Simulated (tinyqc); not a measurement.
Inside a calculation. Method: lattice vibrations of a chain. One step of it, computed by the program tinyqc.

Problem. Dynamical matrix at q = 0.04. q is in units of 2 pi/a. A spring k from atom i to atom j, n cells on, adds k to Phi_ii and Phi_jj, -k exp(2 pi i q n) to Phi_ij and the conjugate to Phi_ji (for one atom a cell: 2k (1 - cos 2 pi q n)); D_ij = Phi_ij / sqrt(m_i m_j).

A chain moving along its axis:
```
atom                 mass (u)  spring to the next atom (eV/angstrom^2)
1                  109.300000                                11.000000
2                  114.100000                                28.700000
3                  111.700000                                22.000000
second neighbours           -                                 1.400000
```

Give: D(q).

Solution.

D(q) (eV/(angstrom^2 u)), lower triangle (Hermitian):
```
               1              2      3
1          0.328
2  -0.111-0.003i          0.372
3  -0.206-0.050i  -0.266-0.003i  0.479
```
